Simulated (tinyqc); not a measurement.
Changing the mean current density: electroplating on a thin resistive seed layer: kinetics, Wagner number and the terminal effect across a wafer. Computed by tinyqc, a small Python program. Command: `OMP_NUM_THREADS=1 python tinyqc.py 3120994 3120995 out.jsonl terminal sweep`. One thread of a shared host (Intel(R) Xeon(R) Processor @ 2.30GHz), about 0.04 s of CPU time with the checks.

Current enters the seed at the rim. The bath is treated as a local resistance per area (no lateral flow in the liquid), two electrons per ion, molar volume 7.11 cm^3/mol, Faraday constant F = e N_A, kinematic viscosity 0.01 cm^2/s, omega = 2 pi x rpm/60; k_B T/e is in volts.

Inputs (values chosen for the exercise, of the order of those for copper plating from an acid sulfate bath): wafer radius R = 10 cm; seed thickness t = 88 nm; seed resistivity = 17 microohm cm; bath conductivity kappa = 0.18 S/cm; gap to the anode h = 11 cm; extra resistance of a porous plate = 0 ohm cm^2; exchange current density i_0 = 0.13 mA/cm^2; cathodic transfer coefficient alpha = 0.59; diffusivity of the metal ion = 6e-06 cm^2/s; metal ion concentration = 0.89 mol/L; rotation rate = 60 rpm; temperature T = 298 K.

Constants: e = 1.602176634e-19 C; N_A = 6.02214076e+23 1/mol; k_B = 8.617333262e-05 eV/K.

Method:
- Growth rate = i V_m/(2 F). Levich limit i_L = 0.62 x 2 F D^(2/3) omega^(1/2) nu^(-1/6) c. Tafel overpotential eta = (k_B T/(alpha e)) ln(i/i_0); kinetic resistance k_B T/(alpha e i); bath resistance h/kappa + plate; R_s = resistivity/t; Wagner number = kinetic resistance x kappa/R.
- Linearised: with R_t = kinetic + bath resistance the current density obeys (1/r)(r i')' = i R_s/R_t, so i = A I_0(r/l), l = sqrt(R_t/R_s); with x = R/l, edge/centre = I_0(x) and edge/mean = x I_0(x)/(2 I_1(x)).
- Voltage drop in the seed for a uniform current: i R_s R^2/4.
- Full model: seed potential phi(r) with (1/r)(r phi')' = R_s i, where i solves phi = R_b i + (k_B T/(alpha e)) ln(i/i_0) (phi being the driving voltage left at r); phi'(0) = 0 and phi'(R) = R_s i_mean R/2. Solved by collocation to a tolerance of 1e-7.

One run for each value; columns: (1) mean current density (mA/cm^2); (2) edge over centre, full model; (3) kinetic resistance (ohm cm^2); (4) growth rate (nm/min); (5) drop for uniform current (mV):
```
(1)       (2)     (3)     (4)     (5)
0.55   1.3737  79.136    12.2    26.6
1.10   1.5369  39.568    24.3    53.1
2.10   1.6783  20.726    46.4   101.4
4.10   1.7908  10.616    90.6   198.0
8.00   1.8650   5.441   176.9   386.4
16.00  1.9102   2.720   353.7   772.7
31.00  1.9340   1.404   685.3  1497.2
60.00  1.9467   0.725  1326.4  2897.7
```

Over the rows, edge over centre, full model rises from 1.37 to 1.95 (exponent d ln y / d ln x 0.16 between the first rows and 0.0100 between the last); kinetic resistance (ohm cm^2) falls from 79.1 to 0.725 (exponent d ln y / d ln x about -1.0 throughout); growth rate (nm/min) rises from 12.2 to 1330 (exponent d ln y / d ln x about 1.0 throughout).

Caution (rows 60.0): the mean current exceeds 0.3 i_L, so depletion of metal ions, left out of the distribution, matters.
